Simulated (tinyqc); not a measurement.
Comparisons within one model: finite square well with mass mismatch (envelope functions). A value that a table varies takes the place of the one given here.

A square well of width L and depth V0, mass mw inside and mb outside, energies from the bottom of the well, c = hbar^2/2m0. k = sqrt(mw E/c), kappa = sqrt(mb (V0 - E)/c). psi and psi'/m are continuous at the walls (BenDaniel-Duke), so level n solves k L + 2 atan[(k/mw)/(kappa/mb)] = n pi.

Non-parabolic bands: mw is replaced by mw (1 + alpha_w E) and mb by mb (1 - alpha_b (V0 - E)), in k, kappa and the matching condition alike.

Constants: hbar^2/2m0 = 3.80998211 eV angstrom^2.

Parameters, chosen for this exercise (near those of the light valleys of a Si film in HfO2; not measured data): V0 = 1.43 eV (barrier height); mw = 0.186 m0 (mass in the well); mb = 0.174 m0 (mass in the barrier); Ls = (8, 12, 18, 27, 40, 61, 91) angstrom (widths); L = 58 angstrom (well width); alpha_w = 0.54 1/eV (non-parabolicity in the well); alpha_b = 0.18 1/eV (non-parabolicity in the barrier).

## Width of the well

Levels against L, beside the infinite well E1(hard) = c (pi/L)^2/mw; Pb is the probability of level 1 in the barriers; a dash marks an unbound level.

Levels:
```
L (angstrom)  bound levels  E1 (eV)  E2 (eV)  E1(hard) (eV)     Pb
8                        1   0.7601        -         3.1589  0.309
12                       2   0.5100   1.4297         1.4039  0.156
18                       2   0.3073   1.1003         0.6240  0.068
27                       3   0.1699   0.6553         0.2773  0.027
40                       4   0.0899   0.3553         0.1264  0.010
61                       6   0.0433   0.1724         0.0543  0.003
91                       8   0.0209   0.0835         0.0244  0.001
```

The infinite well overestimates E1 by a factor 4.16 at 8 angstrom and 1.17 at 91 angstrom. The local exponent d ln E1/d ln L goes from -0.98 (first two rows) to -1.82 (last two), towards the -2 of hard walls, as Pb falls from 0.309 to 0.001. E2 - E1 is largest at 12 angstrom of the widths listed. Non-parabolicity, which grows with the level, already counts at a few tenths of an eV, and levels above about 0.5 eV lie beyond a parabolic band.

## Levels of description

The same well five ways. mb = mw: the barrier takes the mass of the well. psi' continuous: kappa holds mb but the condition drops the masses, k L + 2 atan(k/kappa) = n pi. The last column is measured against BenDaniel-Duke.

Levels (eV):
```
model                E1      E2      E3  E1 - E1(BDD) (meV)
infinite walls   0.0601  0.2404  0.5409                12.8
mb = mw          0.0470  0.1871  0.4177                -0.4
BenDaniel-Duke   0.0473  0.1884  0.4204                 0.0
psi' continuous  0.0466  0.1857  0.4151                -0.7
non-parabolic    0.0478  0.1795  0.3706                 0.4
```

Hard walls put E1 12.8 meV too high. Ignoring the mass step moves it by -0.4 meV and the wrong matching by -0.7 meV: with mb/mw = 0.94, continuity of psi'/m lets the slope outside be 0.94 times the slope inside, which acts like a harder wall. Non-parabolicity shifts E1 by +0.4 meV, the balance of a heavier mass in the well, which lowers it, and a lighter mass deep in the barrier, which hardens the wall. Among the finite wells the largest departure in E1 is that of the model 'psi' continuous'.

## What each parameter does

Parabolic bands. Pb is the probability of level 1 in the barriers, (A^2/kappa)/(A^2/kappa + L/2 + sin(kL)/(2k)) with A = cos(kL/2). Each row changes one parameter from the base and keeps the others.

Results:
```
case             E1 (eV)  bound levels      Pb  V0 - E1 (eV)
base              0.0473             5  0.0038        1.3827
L = 64 angstrom   0.0397             6  0.0029        1.3903
V0 = 1.216 eV     0.0464             5  0.0047        1.1696
mw = 0.1674 m0    0.0513             5  0.0045        1.3787
mb = 0.1392 m0    0.0484             5  0.0035        1.3816
```

The largest shifts from the base row, up to three for each result and ties (the steps differ in size, so this ranks the rows, not the parameters). E1 (eV): L -0.0076, mw +0.0040, mb +0.0011. bound levels: L +1; unchanged at the printed digits by V0, mw and mb. Pb: V0 +0.0009, L -0.0009, mw +0.0007. V0 - E1 (eV): V0 -0.2131, L +0.0076, mw -0.0040.

Program tinyqc; command `OMP_NUM_THREADS=1 python tinyqc.py 1281583 1281584 out.jsonl`; about 0.01 s on one thread of a shared Intel(R) Xeon(R) Processor @ 2.30GHz.
